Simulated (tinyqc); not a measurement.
From results back to parameters: alloy A(1-x)B(x) by interpolation with bowing. Four cases, with inputs chosen for the exercise.

Problem. An unstrained alloy A(1-x)B(x) follows Vegard, a(x) = (1 - x) a_A + x a_B, and E(x) = (1 - x) E_A + x E_B - C x (1 - x) at Gamma. Its lattice constant and gap are given.

Case 1.

Values chosen (out of a larger set: A near GaAs, B near GaSb; not measured data): a = (5.652, 6.093) angstrom (lattice constant of A, B); Eg = (1.515, 0.816) eV (gap at Gamma to the s-like level of A, B).

a(x) = 5.700510 angstrom
gap at Gamma = 1.287050 eV

Case 2.

Values chosen (out of a larger set: A near InAs, B near InSb; not measured data): a = (6.054, 6.486) angstrom (lattice constant of A, B); Eg = (0.416, 0.237) eV (gap at Gamma to the s-like level of A, B).

a(x) = 6.386640 angstrom
gap at Gamma = 0.149418 eV

Case 3.

Values chosen (out of a larger set: A near GaP, B near InP; not measured data): a = (5.453, 5.87) angstrom (lattice constant of A, B); Eg = (2.906, 1.423) eV (gap at Gamma to the s-like level of A, B).

a(x) = 5.565590 angstrom
gap at Gamma = 2.363284 eV

Case 4.

Values chosen (out of a larger set: A near GaAs, B near GaSb; not measured data): a = (5.645, 6.098) angstrom (lattice constant of A, B); Eg = (1.5, 0.802) eV (gap at Gamma to the s-like level of A, B).

a(x) = 5.753720 angstrom
gap at Gamma = 1.067088 eV

Find: x; linear part of the gap; C.

Solution. x = (a - a_A)/(a_B - a_A); the bowing is the shortfall against the linear part divided by x (1 - x).

Case 1.

x = 0.110
linear part of the gap = 1.4381 eV
C = 1.543 eV

Case 2.

x = 0.770
linear part of the gap = 0.2782 eV
C = 0.727 eV

Case 3.

x = 0.270
linear part of the gap = 2.5056 eV
C = 0.722 eV

Case 4.

x = 0.240
linear part of the gap = 1.3325 eV
C = 1.455 eV

Computed by tinyqc, one run a case: `OMP_NUM_THREADS=1 python tinyqc.py N N+1 out.jsonl` with N = 1080714, 1080724, 1080744, 1080773; one thread of a shared Intel(R) Xeon(R) Processor @ 2.30GHz, about 0.01 s a run at most.
